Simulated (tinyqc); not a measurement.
Three-band tight binding of a dichalcogenide monolayer, step by step. Values are carried at full precision from step to step, so a last printed digit may differ when a step is redone from the rounded ones.

Basis dz2, dxy, dx2-y2 on a triangular lattice, nearest neighbours; alpha = kx a/2, beta = sqrt3 ky a/2. h0 = e1 + 2 t0 (cos 2alpha + 2 cos alpha cos beta); h1 = -2 sqrt3 t2 sin alpha sin beta + 2i t1 (sin 2alpha + sin alpha cos beta); h2 = 2 t2 (cos 2alpha - cos alpha cos beta) + 2i sqrt3 t1 cos alpha sin beta; h11 = e2 + 2 t11 cos 2alpha + (t11 + 3 t22) cos alpha cos beta; h22 = e2 + 2 t22 cos 2alpha + (3 t11 + t22) cos alpha cos beta; h12 = sqrt3 (t22 - t11) sin alpha sin beta + 4i t12 sin alpha (cos alpha - cos beta) + i lam sz. H = [[h0, h1, h2], [., h11, h12], [., ., h22]], Hermitian; the lowest band of each spin is filled. K = (4 pi/3a, 0), M = (pi/a, pi/(sqrt3 a)).

Inputs chosen for the exercise (near a published set for monolayer WS2; not measured data):
- a = 3.184 angstrom (lattice constant)
- e1 = 1.12 eV (level of dz2)
- e2 = 2.275 eV (level of dxy and dx2-y2)
- t0 = -0.205 eV (hopping)
- t1 = 0.578 eV (hopping)
- t2 = 0.539 eV (hopping)
- t11 = 0.29 eV (hopping)
- t12 = 0.38 eV (hopping)
- t22 = -0.06 eV (hopping)
- lam = 0.212 eV (spin-orbit constant)
- sz = -1 (spin)
- k = (0.35, 0.56) 1/angstrom (wave vector)

## H at one k

Form alpha, beta and the matrix.

alpha, beta (rad): [0.55720, 1.54416]

H (eV), rows z2, xy, x2-y2 and columns alike:
$$\begin{pmatrix}
0.9208 & -0.9870+1.0540i & 0.4507+1.6988i \\
-0.9870-1.0540i & 2.5331 & -0.3205+0.4488i \\
0.4507-1.6988i & -0.3205-0.4488i & 2.2404
\end{pmatrix}$$

## Levels and weights

Diagonalise H.

levels (eV): [-0.9492, 2.9534, 3.6901]

weights, rows z2, xy, x2-y2; columns band 1, band 2, band 3:
$$\begin{pmatrix}
0.597 & 0.002 & 0.402 \\
0.159 & 0.570 & 0.271 \\
0.244 & 0.428 & 0.327
\end{pmatrix}$$

## Closed forms at K and Gamma

Three-band model of dz2 (level e1) and dxy, dx2-y2 (level e2), spin sz = +/-1; t1 and t2 drop out at these points. At K: e2 - (3/2)(t11 + t22) - 3 sqrt3 t12 + lam sz (valence), e1 - 3 t0 (conduction), e2 - (3/2)(t11 + t22) + 3 sqrt3 t12 - lam sz. At Gamma: e1 + 6 t0 (valence) and e2 + 3 (t11 + t22) -/+ lam.

Levels (eV):
```
point          band 1  band 2  band 3
K, spin up     0.1675  1.7350  3.6925
K, spin down  -0.2565  1.7350  4.1165
Gamma         -0.1100  2.7530  3.1770
```

smallest direct gap at K = 1.5675 eV
Ev(K) - Ev(Gamma) = 0.2775 eV

Of the two points, the valence band is higher at K, by 277 meV. The dz2 conduction state at K has no atomic orbital angular momentum (Lz = 0) and is not split at this order.

## Bands for both spins

The two lowest bands at the points named.

Levels (eV):
```
k           v, up   c, up  v, down  c, down
G         -0.1100  2.7530  -0.1100   2.7530
G-K 0.25  -0.5945  2.8225  -0.6360   2.9603
G-K 0.5   -0.9494  2.9536  -1.1015   3.2342
G-K 0.6   -0.8741  3.0995  -1.0730   3.2196
G-K 0.75  -0.5200  2.7178  -0.7937   2.5951
G-K 0.9   -0.0075  1.9621  -0.3827   1.9174
K          0.1675  1.7350  -0.2565   1.7350
K-M 0.5   -0.3907  2.5049  -0.6408   2.3814
M         -0.7272  2.7270  -0.7272   2.7270
M-G 0.5   -0.9576  2.8295  -0.9576   2.8295
```

The spins are degenerate from M to Gamma, since a vertical mirror plane holds this line and flips sz, and the valence splitting is largest at K (424 meV). The lowest conduction level listed is at K. With nearest neighbours alone the model is made for the neighbourhood of K.

## Checks

- Closed forms at K against the matrix: they agree to 1e-10 or better.

(tinyqc, `OMP_NUM_THREADS=1 python tinyqc.py 1451672 1451673 out.jsonl`, Intel(R) Xeon(R) Processor @ 2.30GHz, 1 thread, shared host, about 0.02 s.)
